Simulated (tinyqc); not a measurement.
Rutherford backscattering from a thin compound film on silicon: kinematics, yields, composition and thickness: one step, computed by the program tinyqc.

Singly charged helium ions (Z1 = 2, M1 = 4.0026 u) enter at the tilt angle a1 to the normal and leave at a2 = |180 - theta - tilt| in the same plane. The film is A B_x.

Task: Kinematics. Kinematic factor K = [(sqrt(M^2 - M1^2 sin^2 theta) + M1 cos theta)/(M + M1)]^2. Surface edges lie at K E0; substrate silicon has M = 28.09 u. Mass resolution at M_A = resolution/(E0 dK/dM).

Inputs (values chosen for the exercise, modelled on a helium beam on SiGe):
```
quantity                    value     unit
beam energy E0                  2      MeV
scattering angle theta        160  degrees
heavy element: mass M_A      72.6        u
light element: mass M_B     28.09        u
detector resolution (FWHM)     12      keV
```

Give: kinematic factors; surface edges; mass resolution at M_A.

Result:

kinematic factors: A 0.8073, B 0.5731, Si 0.5731

surface edges (keV): A 1615, B 1146, Si 1146

mass resolution at M_A = 2.515 u

K flattens for heavy targets, so masses within 2.5 u of A cannot be told apart.
